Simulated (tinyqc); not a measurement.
Band bending at a free surface with one surface level, surface photovoltage and Kelvin probe: one step of the calculation.

n-type bulk, xi = Ec - EF = Vt ln(Nc/Nd), p0 = ni^2/Nd, ni = sqrt(Nc Nv) exp(-Eg/(2 Vt)), Eg in volts. b is the upward band bending, u = b/Vt. Space charge per area, in units of q: Qc = sign(b) sqrt((2 eps0 eps_r Vt/q) [(Nd + dn)(exp(-u) - 1) + Nd u + (p0 + dn)(exp(u) - 1)]), with dn the excess density under light (flat quasi-Fermi levels; 0 in the dark). The level holds -Ns f, f = 1/(1 + exp((xi + b - Es)/Vt)). Neutrality: Qc + Qf + (charge of the states) = 0.

Problem. Charges against band bending. Evaluate Qc, the surface charge Qf - Ns f and their sum in the dark; the root lies where the sum changes sign.

Parameters, values chosen for the exercise; band and dielectric values close to those of gallium nitride: temperature T = 350 K; band gap Eg = 3.42 eV; relative permittivity eps_r = 9.57; conduction-band density of states at T Nc = 2.89e18 cm^-3; valence-band density of states at T Nv = 5.8e19 cm^-3; donor density Nd = 6.4e15 cm^-3; fixed positive charge at the surface Qf = 0 cm^-2; density of an acceptor-like surface level Ns = 1.5e12 cm^-2; its depth below the conduction edge Es = 0.76 eV.

Constants: q = 1.602176634e-19 C, kB = 1.380649e-23 J/K, Vt = kB T/q, eps0 = 8.8541878128e-14 F/cm where lengths are in cm. Results are converted to the units shown.

| point | b (V) |
|---|---|
| 0 | 0.19 |
| 1 | 0.316 |
| 2 | 0.442 |
| 3 | 0.569 |
| 4 | 0.695 |
| 5 | 0.821 |
| 6 | 0.948 |

Find: Qc; surface charge; sum.

Solution.

| point | Qc (cm^-2) | surface charge (cm^-2) | sum (cm^-2) |
|---|---|---|---|
| 0 | 1.0404e11 | -1.5000e12 | -1.3960e12 |
| 1 | 1.3910e11 | -1.4997e12 | -1.3606e12 |
| 2 | 1.6697e11 | -1.4824e12 | -1.3154e12 |
| 3 | 1.9099e11 | -8.3218e11 | -6.4119e11 |
| 4 | 2.1215e11 | -2.8126e10 | 1.8402e11 |
| 5 | 2.3138e11 | -4.3943e8 | 2.3094e11 |
| 6 | 2.4927e11 | -6.5206e6 | 2.4926e11 |

The sum rises steadily with b, so there is one root; bisection gives b = 0.63178 V.

Computed by the program tinyqc: `OMP_NUM_THREADS=1 python tinyqc.py 2430149 2430150 out.jsonl`, one thread of a shared Intel Xeon 2.30GHz, about 0.01 s for the whole run.
